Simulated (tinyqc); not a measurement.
From a target to a composition: alloy A(1-x)B(x) by interpolation with bowing. Four cases, with inputs chosen for the exercise.

Problem. An alloy A(1-x)B(x) has the gap E(x) = (1 - x) E_A + x E_B - C1 x (1 - x) at Gamma, C1 the first entry of C. Which x puts hc/E at the given wavelength, and what is the mismatch (a_sub - a(x))/a(x) to a substrate of A, with Vegard for a(x)?

Constants: hc = 1239.841984 eV nm.

Find: target gap; x; mismatch.

Method. Solve C1 x^2 + (E_B - E_A - C1) x + E_A - hc/wavelength = 0; the gap is monotonic in x because |E_B - E_A| > C1, so one root lies between 0 and 1. Whether Gamma is the lowest valley there, and whether such a mismatch can be grown coherently, are separate questions.

Case 1.

Values chosen (out of a larger set: A near Si, B near Ge; not measured data): a = (5.436, 5.658) angstrom (lattice constant of A, B); Eg = (4.171, 0.909) eV (gap at Gamma to the s-like level of A, B); C = (0.209, 0.221, 0) eV (bowing of the Gamma, X and L gaps).

wavelength = 411.222 nm

Solution.

target gap = 3.0150 eV
x = 0.340
mismatch = -1.370 %

Case 2.

Values chosen (out of a larger set: A near InAs, B near AlAs; not measured data): a = (6.059, 5.663) angstrom (lattice constant of A, B); Eg = (0.415, 3.128) eV (gap at Gamma to the s-like level of A, B); C = (0.769, 0, 0) eV (bowing of the Gamma, X and L gaps).

wavelength = 444.788 nm

Solution.

target gap = 2.7875 eV
x = 0.900
mismatch = 6.250 %

Case 3.

Values chosen (out of a larger set: A near Ge, B near Si; not measured data): a = (5.652, 5.431) angstrom (lattice constant of A, B); Eg = (0.904, 4.242) eV (gap at Gamma to the s-like level of A, B); C = (0.211, 0.199, 0.1) eV (bowing of the Gamma, X and L gaps).

wavelength = 444.604 nm

Solution.

target gap = 2.7886 eV
x = 0.580
mismatch = 2.320 %

Case 4.

Values chosen (out of a larger set: A near Si, B near Ge; not measured data): a = (5.429, 5.659) angstrom (lattice constant of A, B); Eg = (4.193, 0.89) eV (gap at Gamma to the s-like level of A, B); C = (0.178, 0.225, 0) eV (bowing of the Gamma, X and L gaps).

wavelength = 375.713 nm

Solution.

target gap = 3.3000 eV
x = 0.260
mismatch = -1.089 %

Computed by tinyqc, one run a case: `OMP_NUM_THREADS=1 python tinyqc.py N N+1 out.jsonl` with N = 1051004, 1051026, 1051036, 1051112; one thread of a shared Intel(R) Xeon(R) Processor @ 2.30GHz, about 0.01 s a run at most.
